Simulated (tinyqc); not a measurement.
The same inclusion in several hosts: polytypes by hexagonality, and a cubic inclusion as a quantum well.

Gap: E3 + (Es - E3) h/hs for h up to hs, then linear from Es to E2 at h = 1. Valence top Ev2 h and polarisation P2 h, both counted from 3C; Ec = Ev + gap.

Constants: hbar^2/2m0 = 3.80998211 eV angstrom^2.

Inputs chosen for the exercise (of the order of those of SiC; not measured data):
```
symbol  value           unit      meaning
E3      2.376           eV        gap of the cubic polytype
E2      3.358           eV        gap of 2H
Ev2     0.125           eV        valence top of 2H above that of 3C
P2      -0.0393         C/m^2     spontaneous polarisation of 2H
Es      3.291           eV        gap at the hexagonality hs
hs      0.5                       hexagonality up to which the first line holds
m       (0.308, 0.329)  m0        electron mass along c in the cubic layer and in the host
d       2.513           angstrom  thickness of a double layer
eps     10                        dielectric constant
N       2                         double layers in the cubic inclusion
```

h from the stacking: 8H 1/4, 6H 1/3, 15R 2/5, 4H 1/2, 9R 2/3, 2H 1. V = Ec(host) - Ec(3C); square-well level from k tan(k L/2) = (m_w/m_b) q, k = sqrt(m_w E/c), q = sqrt(m_b (V - E)/c), L = N d; |F| = |P|/(eps eps0), eps0 = 8.8541878e-12 F/m.

Results:
```
host,h,gap (eV),V (eV),depth (eV),|F| (MV/cm)
8H,0.250,2.833,0.489,0.097,1.11
6H,0.333,2.986,0.652,0.159,1.48
15R,0.400,3.108,0.782,0.215,1.78
4H,0.500,3.291,0.978,0.311,2.22
9R,0.667,3.313,1.021,0.333,2.96
2H,1.000,3.358,1.107,0.379,4.44
```

From 8H to 4H the well deepens by a factor of 2.00 and the bound level by 3.22, between the limits of a wide well (as V) and a thin one (as V^2); in 4H the level keeps 32 % of V; from 4H to 2H the gap gains only 67 meV while the field doubles. The depths leave the field out, although its drop |F| L reaches 223 meV in 2H.

(tinyqc, `OMP_NUM_THREADS=1 python tinyqc.py 1850733 1850734 out.jsonl`, Intel(R) Xeon(R) Processor @ 2.30GHz, 1 thread, shared host, about 0.05 s.)
